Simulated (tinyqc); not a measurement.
# Worked calculation: on-chip interconnect, size-dependent resistivity and RC delay

tinyqc, about 0.01 s, one thread, Intel Xeon 2.30GHz (shared host): `OMP_NUM_THREADS=1 python tinyqc.py 2100084 2100085 out.jsonl` Printed values are rounded.

A rectangular line between two neighbours and two ground planes. Surface and grain-boundary scattering are added to the bulk resistivity as corrections; capacitances are parallel-plate values without fringing; inductance is ignored.

Inputs (values chosen for the exercise); metal values close to those of copper:

| symbol | value | unit | meaning |
|---|---|---|---|
| rho0 | 1.66 | uohm cm | bulk resistivity |
| lam | 40.1 | nm | bulk mean free path |
| ps | 0 |  | specular share of surface scattering |
| Rg | 0.53 |  | reflection coefficient of grain boundaries |
| gr | 1 |  | grain size over the metal width |
| wd | 41 | nm | drawn line width |
| AR | 1.3 |  | aspect ratio, height over width |
| tl | 2.9 | nm | liner on both walls and the bottom, not conducting |
| sp | 49 | nm | space to the neighbouring lines |
| hd | 93 | nm | dielectric height to the planes above and below |
| ek | 2.7 |  | relative permittivity of the dielectric |
| Mf | 1 |  | Miller factor of the neighbours |
| Lw | 180 | um | line length |
| Rd | 450 | ohm | driver resistance |
| Cl | 0.2 | fF | load capacitance |
| dt | 8.1 | ps | time step |

Constants: eps0 = 8.8541878128e-12 F/m. Results are converted to the units shown.

Range of the model: The metal width is under the mean free path, where the thick-limit surface term and the simple sum of corrections lose accuracy.

## Resistivity, resistance and capacitance per length

Metal width x = wd - 2 tl, height y = AR wd - tl; grain boundaries (Mayadas-Shatzkes): al = (lam/(gr x)) Rg/(1 - Rg), g = 1/[1 - 3 al/2 + 3 al^2 - 3 al^3 ln(1 + 1/al)] - 1; surfaces (Fuchs-Sondheimer, thick limit): s = (3/8) lam (1 - ps)(1/x + 1/y); rho = rho0 (1 + g + s); r = rho/(x y); c = eps0 ek (2 wd/hd + 2 Mf AR wd/sp).

x = 35.2 nm
y = 50.4 nm
al = 1.28463
g = 1.76070
s = 0.725565
rho = 5.78720 uohm cm
r = 32.6209 ohm/um
c = 0.0730871 fF/um

rho is 3.49 times the bulk value; grain boundaries add more (1.76 against 0.726). The liner takes 18.8 % of the cross-section.

## Ladder and Elmore delays

5 equal pi sections: series Rs = r Lw/5; node capacitances c Lw/5, halved at nodes 0 and 5, with Cl added to node 5; Rd feeds node 0. Elmore delay of node k: the sum, over the resistors on the path to k, of resistance times all capacitance downstream of it.

Rs = 1174.35 ohm

| node | C (fF) | Elmore delay (ps) |
|---|---|---|
| 0 | 1.31557 | 6.01005 |
| 1 | 2.63114 | 20.1494 |
| 2 | 2.63114 | 31.1988 |
| 3 | 2.63114 | 39.1584 |
| 4 | 2.63114 | 44.0280 |
| 5 | 1.51557 | 45.8078 |

The far-end value equals Rd (c Lw + Cl) + r Lw (c Lw/2 + Cl) for any number of pi sections; the line resistance contributes 86.9 % of it.

## Step 1: node voltages after a time step

| node | v at t = 0 (V) |
|---|---|
| 0 | 0 |
| 1 | 0 |
| 2 | 0 |
| 3 | 0 |
| 4 | 0 |
| 5 | 0 |

A 1 V step is applied behind Rd at t = 0. C dv/dt = -G v + b, with G the conductance matrix of the ladder (1/Rs between neighbours, 1/Rd added at node 0) and b = (1 V/Rd, 0, ...). Trapezoidal step: (C/dt + G/2) v(new) = (C/dt - G/2) v + b.

| node | v at t = 1 dt (V) |
|---|---|
| 0 | 1.46510 |
| 1 | 0.62808 |
| 2 | 0.27023 |
| 3 | 0.11855 |
| 4 | 0.05732 |
| 5 | 0.03982 |

Node 0 overshoots the 1 V source: the trapezoidal rule rings on modes much faster than dt.

## Step 2: node voltages after a time step

As before.

| node | v at t = 2 dt (V) |
|---|---|
| 0 | 0.455776 |
| 1 | 0.701290 |
| 2 | 0.523484 |
| 3 | 0.332725 |
| 4 | 0.214920 |
| 5 | 0.173620 |

## Course in time

A 1 V step is applied behind Rd at t = 0. C dv/dt = -G v + b, with G the conductance matrix of the ladder (1/Rs between neighbours, 1/Rd added at node 0) and b = (1 V/Rd, 0, ...). Trapezoidal step: (C/dt + G/2) v(new) = (C/dt - G/2) v + b. The last column solves the same ladder exactly by its modes.

Voltages (V):

| t (ps) | node 0 | node 2 | node 5 | node 5, exact |
|---|---|---|---|---|
| 8.100 | 1.465 | 0.2702 | 0.0398 | 0.0432 |
| 16.20 | 0.456 | 0.5235 | 0.1736 | 0.1916 |
| 24.30 | 1.293 | 0.5640 | 0.3441 | 0.3426 |
| 32.40 | 0.649 | 0.6750 | 0.4720 | 0.4694 |
| 40.50 | 1.192 | 0.7270 | 0.5730 | 0.5724 |
| 48.60 | 0.769 | 0.7837 | 0.6579 | 0.6554 |
| 56.70 | 1.128 | 0.8264 | 0.7236 | 0.7224 |
| 64.80 | 0.847 | 0.8578 | 0.7780 | 0.7763 |
| 72.90 | 1.086 | 0.8888 | 0.8211 | 0.8198 |
| 81.00 | 0.899 | 0.9070 | 0.8560 | 0.8548 |
| 89.10 | 1.057 | 0.9284 | 0.8841 | 0.8830 |
| 97.20 | 0.933 | 0.9394 | 0.9066 | 0.9057 |

The far end of the ladder reaches 0.5 V at 34.63 ps, 0.756 of its Elmore delay (ln 2 = 0.693 for a single pole); the slowest mode has a time constant of 37.49 ps. The largest error of the trapezoidal steps at that node is 18 mV. Node 0 swings up and down from step to step: the trapezoidal rule does not damp modes much faster than dt, so these swings are numerical.
